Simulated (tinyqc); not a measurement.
From results to parameters: minimal-basis H2. Computed by the program tinyqc with PySCF.

Problem. For two electrons in the two orbitals of minimal-basis H2, the CIS energies are e2 - e1 - J12 + 2 K12 and e2 - e1 - J12, and E_corr = D - sqrt(D^2 + K12^2) with 2D the energy of the double excitation. Find J12, K12, D, the MP2 energy and the weight of the double excitation.

orbital gap e2 - e1 = 0.29466850 hartree
CIS singlet and triplet energies (hartree): 0.345902  -0.205864
FCI correlation energy = -0.21372942 hartree

Solution. Half the singlet-triplet splitting is K12, the gap less the triplet energy is J12, D = (E_corr^2 - K12^2)/(2 E_corr), MP2 is -K12^2/(2 gap), and the weight is c^2/(1 + c^2) with c = E_corr/K12.

J12, K12, D (hartree): 0.501  0.276  0.071
MP2 correlation energy = -0.129147 hartree
weight of the double excitation = 0.3751
